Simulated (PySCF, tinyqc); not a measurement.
Worked calculation: RKS/BLYP in the sto-3g basis, for H3+, spin multiplicity 1. The lowest restricted solution is unstable here: a spin-polarised one lies 0.0007 hartree lower (PySCF). One step of it, computed by the program tinyqc.

Problem. Iteration 21 (converged): orbitals. Diagonalise F' = X^T F X, C = X C', fill 1 alpha and 1 beta electrons from the bottom; D = 2 C_occ C_occ^T. Each column has its largest component positive (the first on a tie).

converged F (hartree), lower triangle:
```
           1H 1s      2H 1s      3H 1s
1H 1s  -0.556882
2H 1s  -0.313879  -0.556869
3H 1s  -0.313879  -0.045571  -0.556869
```

X, lower triangle:
```
           1H 1s     2H 1s     3H 1s
1H 1s   1.096840
2H 1s  -0.188890  1.047447
3H 1s  -0.188890  0.027146  1.047447
```

Give: F' = X^T F X; orbital energies; coefficients C; D after iteration 21.

Solution.

F' = X^T F X (hartree), lower triangle:
```
         1        2        3
1  -0.4528
2  -0.1547  -0.5064
3  -0.1547   0.0259  -0.5064
```

orbital energies (hartree): MO1 -0.6859, MO2 -0.5323, MO3 -0.2475

coefficients C:
```
          MO1      MO2      MO3
1H 1s  0.5559   0.0000   0.9826
2H 1s  0.4248   0.7215  -0.6578
3H 1s  0.4248  -0.7215  -0.6578
```

D after iteration 21, lower triangle:
```
        1H 1s   2H 1s   3H 1s
1H 1s  0.6180
2H 1s  0.4722  0.3608
3H 1s  0.4722  0.3608  0.3608
```
